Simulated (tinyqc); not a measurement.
Heterojunction of two tight-binding chains: sweeps and comparisons. A value that a table varies takes the place of the one given here.

Left chain: hopping -t1, sites at 2 t1 (band bottom 0). Right chain: hopping -t2, sites at dE + 2 t2 (bottom dE). t = c/(m a^2), c = hbar^2/2m0. The bond across the interface is -tc with tc = f sqrt(t1 t2), and the last left site has the extra energy U. In a chain E = bottom + 2t (1 - cos(ka)); the surface Green function of a half chain is g = -exp(ika)/t, with Im k > 0 where cos(ka) > 1.

Constants: hbar^2/2m0 = 3.80998211 eV angstrom^2.

Inputs chosen for the exercise (masses and offset of the size met at GaN / AlGaN; shifted at random, so the results belong to these values and not to a real crystal):
- a = 3 angstrom (site spacing)
- m1 = 0.203 m0 (mass on the left)
- m2 = 0.26 m0 (mass on the right)
- dE = 0.54 eV (band offset)
- f = 1 (factor on the interface hopping)
- U = 0.2 eV (extra energy on the last left site)
- E = 0.574 eV (electron energy)

## Transmission against energy, and which matching rule a chain obeys

Chain A is the junction as given; chain B has tc = sqrt(t1 t2) and U = 0; chain C has tc = t2 and U = t2 - t1, the finite-difference form of -d/dx (c/m) d/dx. Continuum formulas T = 4 x y/(x + y)^2 with parabolic k: x, y = k/m on each side (BenDaniel-Duke) or x, y = k (slope continuous).

T:
```
E - dE (eV)  E (eV)  chain A  chain B  chain C  k/m matched  k matched
0.002         0.542   0.2469   0.2338   0.1877       0.1934     0.2407
0.005         0.545   0.3612   0.3435   0.2797       0.2878     0.3529
0.010         0.550   0.4693   0.4483   0.3706       0.3805     0.4595
0.020         0.560   0.5915   0.5681   0.4789       0.4905     0.5806
0.050         0.590   0.7564   0.7332   0.6382       0.6510     0.7456
0.100         0.640   0.8635   0.8436   0.7551       0.7674     0.8542
0.200         0.740   0.9397   0.9252   0.8522       0.8628     0.9328
0.400         0.940   0.9812   0.9730   0.9195       0.9278     0.9773
```

Chain C follows the k/m rule within 0.0128 and chain B the plain k rule within 0.0124, while the two rules differ by up to 0.0947: in B the self-energy of the right side is -t1 exp(i k2 a), so only k2 enters, and in C it is -t2 exp(i k2 a), which carries 1/m2. Chain A, with f = 1 and U = 0.2 eV, has an interface term of its own and lies up to 0.0233 from B and 0.1182 from C.

## When the interface binds a state

A state below both bands solves E - 2 t1 - U - S1(E) - S2(E) = 0 for E < 0, with S1 = -t1 z1, S2 = -(tc^2/t2) z2 and |z| < 1 the decaying root of z + 1/z = 2 - (E - bottom)/t. Decay lengths -a/ln|z|. The threshold is the U that solves the equation at E = 0. A dash: no bound state.

Interface state:
```
U (eV)   E (eV)  decay left (angstrom)  decay right (angstrom)
-0.27         -                      -                       -
-0.54         -                      -                       -
-0.81         -                      -                       -
-0.99   -0.0033                   75.9                     5.3
-1.18   -0.0286                   25.6                     5.1
-1.45   -0.0942                   14.1                     4.9
-1.81   -0.2180                    9.3                     4.5
-2.71   -0.6497                    5.4                     3.6
```

threshold U = -0.9039 eV

The step pushes the state out, so an attraction must exceed 0.9039 eV to bind; 5 of the 8 rows are bound. At U = -2.71 eV the state decays over 5.4 angstrom to the left and 3.6 to the right, where the band lies higher.

## What each parameter does

T = 4 Im(S1) Im(S2) |G|^2 with G = 1/(E - 2 t1 - U - S1 - S2), S1 = -t1 exp(i k1 a), S2 = -(tc^2/t2) exp(i k2 a). Each row changes one parameter from the base and keeps the others.

Results:
```
case                   T    k1 a    k2 a
base              0.6884  0.5309  0.1446
m1 = 0.2436 m0    0.6556  0.5829  0.1446
m2 = 0.312 m0     0.7232  0.5309  0.1585
dE = 0.49 eV      0.8526  0.5309  0.2276
f = 0.9           0.5728  0.5309  0.1446
U = 0.4 eV        0.6832  0.5309  0.1446
a = 2.4 angstrom  0.6843  0.4229  0.1157
```

The largest shifts from the base row, up to three for each result and ties (the steps differ in size, so this ranks the rows, not the parameters). T: dE +0.1642, f -0.1155, m2 +0.0349. k1 a: a -0.1080, m1 +0.0521; unchanged at the printed digits by m2, dE, f and U. k2 a: dE +0.0830, a -0.0290, m2 +0.0138; unchanged at the printed digits by m1, f and U.

tinyqc: `OMP_NUM_THREADS=1 python tinyqc.py 1452253 1452254 out.jsonl`; about 0.01 s, one thread, shared Intel(R) Xeon(R) Processor @ 2.30GHz.
